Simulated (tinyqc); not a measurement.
Inside a calculation (part 1 of 2). Method: UKS/BLYP in the 6-311g basis, for H2-, spin multiplicity 2. The basis has no diffuse functions, so it cannot describe the extra electron: this is an exercise in the method, not the real anion. Computed by tinyqc, a small Python program that keeps every step (integrals from PySCF). Settings: charge = -1, multiplicity = 2, basis = 6-311g, energy threshold = 1e-09, iteration cap = 64, orthogonalisation = symmetric, start = Wolfsberg-Helmholz matrix, DIIS depth = 0, method = UKS, functional = blyp, grid = [40, 86]. Command: `OMP_NUM_THREADS=1 python tinyqc.py 27459 27460 out.jsonl` (the two numbers bound the seeds that draw the settings). One thread of a shared host (Intel(R) Xeon(R) Processor @ 2.60GHz), about 1 s of CPU time with the checks. Later iterations appear only in the table of the cycle.

## One-electron integrals

Geometry (angstrom):
```
atom         x         y         z
H     0.000000  0.000000  0.000000
H     0.000000  0.000000  1.169000
```

Basis 6-311g: exponents (1/bohr^2) and contraction coefficients of normalised primitives:
```
element  l (shell)   exponent  coefficient
H            s (1)  33.865000     0.025494
H            s (1)   5.094790     0.190373
H            s (1)   1.158790     0.852161
H            s (2)   0.325840     1.000000
H            s (3)   0.102741     1.000000
```

Overlap, kinetic and nuclear-attraction integrals over the contracted functions; the nuclear repulsion is the sum of Za Zb / Rab.

nuclear repulsion = 0.45267512 hartree

overlap S:
```
          1H 1s     1H 2s     1H 3s     2H 1s     2H 2s     2H 3s
1H 1s  1.000000  0.706377  0.373664  0.045219  0.199967  0.235198
1H 2s  0.706377  1.000000  0.788963  0.199967  0.451553  0.538900
1H 3s  0.373664  0.788963  1.000000  0.235198  0.538900  0.778262
2H 1s  0.045219  0.199967  0.235198  1.000000  0.706377  0.373664
2H 2s  0.199967  0.451553  0.538900  0.706377  1.000000  0.788963
2H 3s  0.235198  0.538900  0.778262  0.373664  0.788963  1.000000
```

kinetic energy T (hartree):
```
           1H 1s     1H 2s     1H 3s      2H 1s     2H 2s     2H 3s
1H 1s   2.304348  0.549119  0.106346  -0.079458  0.024453  0.046268
1H 2s   0.549119  0.488760  0.184881   0.024453  0.103720  0.094191
1H 3s   0.106346  0.184881  0.154112   0.046268  0.094191  0.099894
2H 1s  -0.079458  0.024453  0.046268   2.304348  0.549119  0.106346
2H 2s   0.024453  0.103720  0.094191   0.549119  0.488760  0.184881
2H 3s   0.046268  0.094191  0.099894   0.106346  0.184881  0.154112
```

nuclear attraction V (hartree):
```
           1H 1s      1H 2s      1H 3s      2H 1s      2H 2s      2H 3s
1H 1s  -2.563771  -1.380444  -0.684073  -0.082553  -0.381083  -0.434764
1H 2s  -1.380444  -1.358296  -0.925373  -0.381083  -0.648126  -0.665073
1H 3s  -0.684073  -0.925373  -0.893225  -0.434764  -0.665073  -0.734344
2H 1s  -0.082553  -0.381083  -0.434764  -2.563771  -1.380444  -0.684073
2H 2s  -0.381083  -0.648126  -0.665073  -1.380444  -1.358296  -0.925373
2H 3s  -0.434764  -0.665073  -0.734344  -0.684073  -0.925373  -0.893225
```

core Hamiltonian H = T + V (hartree):
```
           1H 1s      1H 2s      1H 3s      2H 1s      2H 2s      2H 3s
1H 1s  -0.259423  -0.831325  -0.577726  -0.162010  -0.356630  -0.388496
1H 2s  -0.831325  -0.869536  -0.740492  -0.356630  -0.544406  -0.570882
1H 3s  -0.577726  -0.740492  -0.739113  -0.388496  -0.570882  -0.634450
2H 1s  -0.162010  -0.356630  -0.388496  -0.259423  -0.831325  -0.577726
2H 2s  -0.356630  -0.544406  -0.570882  -0.831325  -0.869536  -0.740492
2H 3s  -0.388496  -0.570882  -0.634450  -0.577726  -0.740492  -0.739113
```

## Two-electron integrals

Functions are numbered as in S; the eight-fold symmetry (ij|kl) = (ji|kl) = (kl|ij) leaves the list below.

Two-electron integrals (ij|kl) in chemists' order, unique and non-zero (hartree):
```
(11|11) 1.393035   (21|11) 0.822971   (21|21) 0.509703   (22|11) 0.822904
(22|21) 0.543028   (22|22) 0.644106   (31|11) 0.411256   (31|21) 0.257757
(31|22) 0.279868   (31|31) 0.130794   (32|11) 0.543681   (32|21) 0.365771
(32|22) 0.452669   (32|31) 0.189803   (32|32) 0.325140   (33|11) 0.494021
(33|21) 0.340115   (33|22) 0.445993   (33|31) 0.178035   (33|32) 0.331779
(33|33) 0.361682   (41|11) 0.038123   (41|21) 0.025336   (41|22) 0.030121
(41|31) 0.013074   (41|32) 0.021087   (41|33) 0.020578   (41|41) 0.002471
(42|11) 0.112741   (42|21) 0.078383   (42|22) 0.103524   (42|31) 0.041133
(42|32) 0.076467   (42|33) 0.080917   (42|41) 0.008696   (42|42) 0.040094
(43|11) 0.114526   (43|21) 0.080230   (43|22) 0.108769   (43|31) 0.042250
(43|32) 0.081822   (43|33) 0.089536   (43|41) 0.008856   (43|42) 0.044600
(43|43) 0.051695   (44|11) 0.452484   (44|21) 0.319089   (44|22) 0.442197
(44|31) 0.168555   (44|32) 0.336902   (44|33) 0.375067   (44|41) 0.038123
(44|42) 0.215620   (44|43) 0.256349   (44|44) 1.393035   (51|11) 0.215620
(51|21) 0.135763   (51|22) 0.148445   (51|31) 0.068980   (51|32) 0.100917
(51|33) 0.094944   (51|41) 0.008696   (51|42) 0.027550   (51|43) 0.027966
(51|44) 0.112741   (51|51) 0.040094   (52|11) 0.304552   (52|21) 0.205714
(52|22) 0.256500   (52|31) 0.106888   (52|32) 0.184802   (52|33) 0.189294
(52|41) 0.016417   (52|42) 0.064845   (52|43) 0.070275   (52|44) 0.304552
(52|51) 0.064845   (52|52) 0.131333   (53|11) 0.273644   (53|21) 0.188710
(53|22) 0.247980   (53|31) 0.098830   (53|32) 0.184410   (53|33) 0.200203
(53|41) 0.015897   (53|42) 0.070469   (53|43) 0.080412   (53|44) 0.358787
(53|51) 0.060263   (53|52) 0.135740   (53|53) 0.151695   (54|11) 0.319089
(54|21) 0.224518   (54|22) 0.308944   (54|31) 0.118471   (54|32) 0.234743
(54|33) 0.261380   (54|41) 0.025336   (54|42) 0.135763   (54|43) 0.160981
(54|44) 0.822971   (54|51) 0.078383   (54|52) 0.205714   (54|53) 0.242142
(54|54) 0.509703   (55|11) 0.442197   (55|21) 0.308944   (55|22) 0.418936
(55|31) 0.162591   (55|32) 0.317085   (55|33) 0.354490   (55|41) 0.030121
(55|42) 0.148445   (55|43) 0.175349   (55|44) 0.822904   (55|51) 0.103524
(55|52) 0.256500   (55|53) 0.301882   (55|54) 0.543028   (55|55) 0.644106
(61|11) 0.256349   (61|21) 0.160981   (61|22) 0.175349   (61|31) 0.081734
(61|32) 0.119060   (61|33) 0.111850   (61|41) 0.008856   (61|42) 0.027966
(61|43) 0.028619   (61|44) 0.114526   (61|51) 0.044600   (61|52) 0.070275
(61|53) 0.065140   (61|54) 0.080230   (61|55) 0.108769   (61|61) 0.051695
(62|11) 0.358787   (62|21) 0.242142   (62|22) 0.301882   (62|31) 0.125795
(62|32) 0.217716   (62|33) 0.223713   (62|41) 0.015897   (62|42) 0.060263
(62|43) 0.065140   (62|44) 0.273644   (62|51) 0.070469   (62|52) 0.135740
(62|53) 0.138507   (62|54) 0.188710   (62|55) 0.247980   (62|61) 0.080412
(62|62) 0.151695   (63|11) 0.356486   (63|21) 0.246329   (63|22) 0.326253
(63|31) 0.129129   (63|32) 0.244339   (63|33) 0.270152   (63|41) 0.017247
(63|42) 0.072962   (63|43) 0.082855   (63|44) 0.356486   (63|51) 0.072962
(63|52) 0.156734   (63|53) 0.173708   (63|54) 0.246329   (63|55) 0.326253
(63|61) 0.082855   (63|62) 0.173708   (63|63) 0.219068   (64|11) 0.168555
(64|21) 0.118471   (64|22) 0.162591   (64|31) 0.062486   (64|32) 0.123436
(64|33) 0.137483   (64|41) 0.013074   (64|42) 0.068980   (64|43) 0.081734
(64|44) 0.411256   (64|51) 0.041133   (64|52) 0.106888   (64|53) 0.125795
(64|54) 0.257757   (64|55) 0.279868   (64|61) 0.042250   (64|62) 0.098830
(64|63) 0.129129   (64|64) 0.130794   (65|11) 0.336902   (65|21) 0.234743
(65|22) 0.317085   (65|31) 0.123436   (65|32) 0.240037   (65|33) 0.269893
(65|41) 0.021087   (65|42) 0.100917   (65|43) 0.119060   (65|44) 0.543681
(65|51) 0.076467   (65|52) 0.184802   (65|53) 0.217716   (65|54) 0.365771
(65|55) 0.452669   (65|61) 0.081822   (65|62) 0.184410   (65|63) 0.244339
(65|64) 0.189803   (65|65) 0.325140   (66|11) 0.375067   (66|21) 0.261380
(66|22) 0.354490   (66|31) 0.137483   (66|32) 0.269893   (66|33) 0.309339
(66|41) 0.020578   (66|42) 0.094944   (66|43) 0.111850   (66|44) 0.494021
(66|51) 0.080917   (66|52) 0.189294   (66|53) 0.223713   (66|54) 0.340115
(66|55) 0.445993   (66|61) 0.089536   (66|62) 0.200203   (66|63) 0.270152
(66|64) 0.178035   (66|65) 0.331779   (66|66) 0.361682
```

## Orthogonalisation

S = U s U^T; symmetric (Loewdin) form X = U s^(-1/2) U^T, so that X^T S X = 1.

eigenvalues of S: 0.056831  0.130770  0.312860  0.717893  1.355275  3.426371

X:
```
           1H 1s      1H 2s      1H 3s      2H 1s      2H 2s      2H 3s
1H 1s   1.374389  -0.748806   0.207532   0.037040   0.022823  -0.052910
1H 2s  -0.748806   2.139330  -1.021920   0.022823  -0.283421   0.212991
1H 3s   0.207532  -1.021920   2.149964  -0.052910   0.212991  -0.931507
2H 1s   0.037040   0.022823  -0.052910   1.374389  -0.748806   0.207532
2H 2s   0.022823  -0.283421   0.212991  -0.748806   2.139330  -1.021920
2H 3s  -0.052910   0.212991  -0.931507   0.207532  -1.021920   2.149964
```

## Starting guess

The start is the generalised Wolfsberg-Helmholz matrix (K = 1.75) built on H; D(s) = C_occ C_occ^T for each spin.

D(alpha) at the start:
```
           1H 1s      1H 2s      1H 3s      2H 1s      2H 2s      2H 3s
1H 1s   0.092731   0.091132   0.034326  -0.050280  -0.205416  -0.112218
1H 2s   0.091132   0.461291   0.256785  -0.205416  -0.153628  -0.047088
1H 3s   0.034326   0.256785   0.146544  -0.112218  -0.047088  -0.003620
2H 1s  -0.050280  -0.205416  -0.112218   0.092731   0.091132   0.034326
2H 2s  -0.205416  -0.153628  -0.047088   0.091132   0.461291   0.256785
2H 3s  -0.112218  -0.047088  -0.003620   0.034326   0.256785   0.146544
```

D(beta) at the start:
```
           1H 1s      1H 2s      1H 3s      2H 1s      2H 2s      2H 3s
1H 1s   0.021226  -0.057142  -0.038946   0.021226  -0.057142  -0.038946
1H 2s  -0.057142   0.153832   0.104848  -0.057142   0.153832   0.104848
1H 3s  -0.038946   0.104848   0.071462  -0.038946   0.104848   0.071462
2H 1s   0.021226  -0.057142  -0.038946   0.021226  -0.057142  -0.038946
2H 2s  -0.057142   0.153832   0.104848  -0.057142   0.153832   0.104848
2H 3s  -0.038946   0.104848   0.071462  -0.038946   0.104848   0.071462
```

## Iteration 1: exchange-correlation on the grid

Becke grid with 40 radial and 86 angular points per atom, points of zero weight dropped. rho = sum D_ij phi_i phi_j; V_xc,ij = sum w v_xc phi_i phi_j plus the gradient terms; v_xc is d(rho eps)/d rho(s) for spin s at fixed gradient.

The 12 grid points with the largest w rho, of 6854 (bohr, atomic units):
```
x                  y         z         w  rho(alpha)  rho(beta)     eps_xc  v_xc(alpha)
-1.603003   0.000000  0.646924  0.081508    0.014188   0.012499  -0.268677    -0.315190
0.000000   -1.603003  0.646924  0.081508    0.014188   0.012499  -0.268677    -0.315190
0.000000    1.603003  0.646924  0.081508    0.014188   0.012499  -0.268677    -0.315190
1.603003    0.000000  0.646924  0.081508    0.014188   0.012499  -0.268677    -0.315190
1.603003    0.000000  1.562166  0.081508    0.014188   0.012499  -0.268677    -0.315190
0.000000    1.603003  1.562166  0.081508    0.014188   0.012499  -0.268677    -0.315190
-1.603003   0.000000  1.562166  0.081508    0.014188   0.012499  -0.268677    -0.315190
0.000000   -1.603003  1.562166  0.081508    0.014188   0.012499  -0.268677    -0.315190
-1.200275  -1.200275  0.326819  0.092303    0.013324   0.010109  -0.262600    -0.304959
1.200275    1.200275  0.326819  0.092303    0.013324   0.010109  -0.262600    -0.304959
-1.200275   1.200275  0.326819  0.092303    0.013324   0.010109  -0.262600    -0.304959
1.200275   -1.200275  0.326819  0.092303    0.013324   0.010109  -0.262600    -0.304959
```

electrons on the grid, sum of w rho = 3.000078

E_xc = sum of w rho eps_xc = -0.87615417 hartree

V_xc(alpha) (hartree):
```
           1H 1s      1H 2s      1H 3s      2H 1s      2H 2s      2H 3s
1H 1s  -0.638219  -0.386171  -0.195544  -0.020404  -0.101584  -0.121624
1H 2s  -0.386171  -0.421217  -0.289627  -0.101584  -0.188858  -0.202732
1H 3s  -0.195544  -0.289627  -0.270953  -0.121624  -0.202732  -0.221679
2H 1s  -0.020404  -0.101584  -0.121624  -0.638219  -0.386171  -0.195544
2H 2s  -0.101584  -0.188858  -0.202732  -0.386171  -0.421217  -0.289627
2H 3s  -0.121624  -0.202732  -0.221679  -0.195544  -0.289627  -0.270953
```

V_xc(beta) (hartree):
```
           1H 1s      1H 2s      1H 3s      2H 1s      2H 2s      2H 3s
1H 1s  -0.250803  -0.227510  -0.123946  -0.019146  -0.072549  -0.080475
1H 2s  -0.227510  -0.338847  -0.246024  -0.072549  -0.166135  -0.176663
1H 3s  -0.123946  -0.246024  -0.242294  -0.080475  -0.176663  -0.199653
2H 1s  -0.019146  -0.072549  -0.080475  -0.250803  -0.227510  -0.123946
2H 2s  -0.072549  -0.166135  -0.176663  -0.227510  -0.338847  -0.246024
2H 3s  -0.080475  -0.176663  -0.199653  -0.123946  -0.246024  -0.242294
```

## Iteration 1: building the Kohn-Sham matrix

J_ij = sum D_kl (ij|kl) with D = D(alpha) + D(beta); F = H + J + V_xc; E = tr D H + tr D J / 2 + E_xc + E_nn.

Coulomb J (hartree):
```
          1H 1s     1H 2s     1H 3s     2H 1s     2H 2s     2H 3s
1H 1s  1.721927  1.162539  0.604817  0.079812  0.339649  0.386661
1H 2s  1.162539  1.471075  1.076288  0.339649  0.701954  0.764347
1H 3s  0.604817  1.076288  1.142138  0.386661  0.764347  0.927151
2H 1s  0.079812  0.339649  0.386661  1.721927  1.162539  0.604817
2H 2s  0.339649  0.701954  0.764347  1.162539  1.471075  1.076288
2H 3s  0.386661  0.764347  0.927151  0.604817  1.076288  1.142138
```

F(alpha) (hartree):
```
           1H 1s      1H 2s      1H 3s      2H 1s      2H 2s      2H 3s
1H 1s   0.824286  -0.054957  -0.168454  -0.102602  -0.118565  -0.123459
1H 2s  -0.054957   0.180322   0.046170  -0.118565  -0.031311  -0.009267
1H 3s  -0.168454   0.046170   0.132072  -0.123459  -0.009267   0.071021
2H 1s  -0.102602  -0.118565  -0.123459   0.824286  -0.054957  -0.168454
2H 2s  -0.118565  -0.031311  -0.009267  -0.054957   0.180322   0.046170
2H 3s  -0.123459  -0.009267   0.071021  -0.168454   0.046170   0.132072
```

F(beta) (hartree):
```
           1H 1s      1H 2s      1H 3s      2H 1s      2H 2s      2H 3s
1H 1s   1.211701   0.103704  -0.096856  -0.101344  -0.089530  -0.082311
1H 2s   0.103704   0.262692   0.089772  -0.089530  -0.008587   0.016801
1H 3s  -0.096856   0.089772   0.160730  -0.082311   0.016801   0.093047
2H 1s  -0.101344  -0.089530  -0.082311   1.211701   0.103704  -0.096856
2H 2s  -0.089530  -0.008587   0.016801   0.103704   0.262692   0.089772
2H 3s  -0.082311   0.016801   0.093047  -0.096856   0.089772   0.160730
```

total energy of this density = -0.59168119 hartree

## Iteration 1: diagonalisation and new density

Diagonalise F' = X^T F X, C = X C', fill 2 alpha and 1 beta electrons from the bottom; D(s) = C_occ C_occ^T. Each column has its largest component positive (the first on a tie).

F' = X^T F X (alpha) (hartree):
```
           1          2          3          4          5          6
1   1.671988  -1.034989   0.036075   0.069002  -0.078348  -0.081468
2  -1.034989   1.136175  -0.292709  -0.078348  -0.095734   0.038442
3   0.036075  -0.292709   0.353608  -0.081468   0.038442  -0.076659
4   0.069002  -0.078348  -0.081468   1.671988  -1.034989   0.036075
5  -0.078348  -0.095734   0.038442  -1.034989   1.136175  -0.292709
6  -0.081468   0.038442  -0.076659   0.036075  -0.292709   0.353608
```

orbital energies (alpha) (hartree): MO1 0.014605, MO2 0.232831, MO3 0.480199, MO4 0.594796, MO5 2.437536, MO6 2.563577

coefficients C (alpha):
```
            MO1        MO2        MO3        MO4        MO5        MO6
1H 1s  0.171024   0.142703  -0.082185  -0.135263  -1.089592  -1.111549
1H 2s  0.212997   0.132428  -0.881067  -1.138256   1.637652   1.221172
1H 3s  0.269394   1.208745   0.887038   1.742356  -1.023367  -0.471218
2H 1s  0.171024  -0.142703  -0.082185   0.135263   1.089592  -1.111549
2H 2s  0.212997  -0.132428  -0.881067   1.138256  -1.637652   1.221172
2H 3s  0.269394  -1.208745   0.887038  -1.742356   1.023367  -0.471218
```

F' = X^T F X (beta) (hartree):
```
           1          2          3          4          5          6
1   2.148511  -1.074825   0.077934   0.072284  -0.074595  -0.076358
2  -1.074825   1.174193  -0.291963  -0.074595  -0.116309   0.039727
3   0.077934  -0.291963   0.365446  -0.076358   0.039727  -0.076998
4   0.072284  -0.074595  -0.076358   2.148511  -1.074825   0.077934
5  -0.074595  -0.116309   0.039727  -1.074825   1.174193  -0.291963
6  -0.076358   0.039727  -0.076998   0.077934  -0.291963   0.365446
```

orbital energies (beta) (hartree): MO1 0.099867, MO2 0.291832, MO3 0.533022, MO4 0.717175, MO5 2.800166, MO6 2.934237

coefficients C (beta):
```
            MO1        MO2        MO3        MO4        MO5        MO6
1H 1s  0.098335   0.080188   0.034660  -0.062285  -1.102525  -1.122798
1H 2s  0.155329  -0.032690   0.976237  -1.283595   1.531791   1.155743
1H 3s  0.362811   1.482363  -0.870767   1.572385  -0.935069  -0.437708
2H 1s  0.098335  -0.080188   0.034660   0.062285   1.102525  -1.122798
2H 2s  0.155329   0.032690   0.976237   1.283595  -1.531791   1.155743
2H 3s  0.362811  -1.482363  -0.870767  -1.572385   0.935069  -0.437708
```

D(alpha) after iteration 1:
```
           1H 1s      1H 2s      1H 3s      2H 1s      2H 2s      2H 3s
1H 1s   0.049613   0.055325   0.218564   0.008885   0.017530  -0.126419
1H 2s   0.055325   0.062905   0.217452   0.017530   0.027830  -0.102692
1H 3s   0.218564   0.217452   1.533638  -0.126419  -0.102692  -1.388492
2H 1s   0.008885   0.017530  -0.126419   0.049613   0.055325   0.218564
2H 2s   0.017530   0.027830  -0.102692   0.055325   0.062905   0.217452
2H 3s  -0.126419  -0.102692  -1.388492   0.218564   0.217452   1.533638
```

D(beta) after iteration 1:
```
          1H 1s     1H 2s     1H 3s     2H 1s     2H 2s     2H 3s
1H 1s  0.009670  0.015274  0.035677  0.009670  0.015274  0.035677
1H 2s  0.015274  0.024127  0.056355  0.015274  0.024127  0.056355
1H 3s  0.035677  0.056355  0.131631  0.035677  0.056355  0.131631
2H 1s  0.009670  0.015274  0.035677  0.009670  0.015274  0.035677
2H 2s  0.015274  0.024127  0.056355  0.015274  0.024127  0.056355
2H 3s  0.035677  0.056355  0.131631  0.035677  0.056355  0.131631
```

## Iteration 2: exchange-correlation on the grid

As before.

The 12 grid points with the largest w rho, of 6854 (bohr, atomic units):
```
x                  y          z         w  rho(alpha)  rho(beta)     eps_xc  v_xc(alpha)
0.000000   -0.932800  -2.311370  0.271203    0.005933   0.001328  -0.189509    -0.218766
0.000000    0.932800  -2.311370  0.271203    0.005933   0.001328  -0.189509    -0.218766
0.932800    0.000000  -2.311370  0.271203    0.005933   0.001328  -0.189509    -0.218766
-0.932800   0.000000  -2.311370  0.271203    0.005933   0.001328  -0.189509    -0.218766
-0.932800   0.000000   4.520460  0.271203    0.005933   0.001328  -0.189509    -0.218766
0.000000   -0.932800   4.520460  0.271203    0.005933   0.001328  -0.189509    -0.218766
0.932800    0.000000   4.520460  0.271203    0.005933   0.001328  -0.189509    -0.218766
0.000000    0.932800   4.520460  0.271203    0.005933   0.001328  -0.189509    -0.218766
0.000000    0.000000  -2.492498  0.265043    0.006111   0.001297  -0.190745    -0.220605
0.000000    0.000000   4.701588  0.265043    0.006111   0.001297  -0.190745    -0.220605
0.828037    0.000000  -2.051780  0.193536    0.008071   0.002040  -0.206140    -0.245316
-0.828037   0.000000  -2.051780  0.193536    0.008071   0.002040  -0.206140    -0.245316
```

electrons on the grid, sum of w rho = 2.999929

E_xc = sum of w rho eps_xc = -0.79246264 hartree

V_xc(alpha) (hartree):
```
           1H 1s      1H 2s      1H 3s      2H 1s      2H 2s      2H 3s
1H 1s  -0.619586  -0.372536  -0.188114  -0.021548  -0.100237  -0.117664
1H 2s  -0.372536  -0.401384  -0.276840  -0.100237  -0.179414  -0.191402
1H 3s  -0.188114  -0.276840  -0.265767  -0.117664  -0.191402  -0.212726
2H 1s  -0.021548  -0.100237  -0.117664  -0.619586  -0.372536  -0.188114
2H 2s  -0.100237  -0.179414  -0.191402  -0.372536  -0.401384  -0.276840
2H 3s  -0.117664  -0.191402  -0.212726  -0.188114  -0.276840  -0.265767
```

V_xc(beta) (hartree):
```
           1H 1s      1H 2s      1H 3s      2H 1s      2H 2s      2H 3s
1H 1s  -0.505694  -0.313835  -0.159914  -0.020350  -0.089013  -0.101679
1H 2s  -0.313835  -0.354907  -0.248282  -0.089013  -0.167753  -0.176573
1H 3s  -0.159914  -0.248282  -0.241539  -0.101679  -0.176573  -0.197556
2H 1s  -0.020350  -0.089013  -0.101679  -0.505694  -0.313835  -0.159914
2H 2s  -0.089013  -0.167753  -0.176573  -0.313835  -0.354907  -0.248282
2H 3s  -0.101679  -0.176573  -0.197556  -0.159914  -0.248282  -0.241539
```
